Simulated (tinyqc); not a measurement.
From results back to parameters: thresholds of impact ionisation and Auger recombination from band masses. Five cases, with inputs chosen for the exercise.

Problem. For parabolic bands the thresholds of impact ionisation are Eg (1 + 2 mu)/(1 + mu) for electrons and Eg (2 + mu)/(1 + mu) for heavy holes, mu = me/mh. Both are given.

Case 1.

thresholds for electrons and holes (eV): 1.618810  2.755190

Case 2.

thresholds for electrons and holes (eV): 0.455372  0.831628

Case 3.

thresholds for electrons and holes (eV): 1.589806  2.679194

Case 4.

thresholds for electrons and holes (eV): 0.248069  0.474931

Case 5.

thresholds for electrons and holes (eV): 0.875072  1.509928

Find: Eg; mu.

Solution. The sum is 3 Eg; mu = (E_e - Eg)/(2 Eg - E_e).

Case 1.

Eg = 1.458 eV
mu = 0.1240

Case 2.

Eg = 0.429 eV
mu = 0.0655

Case 3.

Eg = 1.423 eV
mu = 0.1328

Case 4.

Eg = 0.241 eV
mu = 0.0302

Case 5.

Eg = 0.795 eV
mu = 0.1120

Computed by tinyqc, one run a case: `OMP_NUM_THREADS=1 python tinyqc.py N N+1 out.jsonl` with N = 1850678, 1850689, 1850715, 1850728, 1850745; one thread of a shared Intel(R) Xeon(R) Processor @ 2.30GHz, about 0.01 s a run at most.
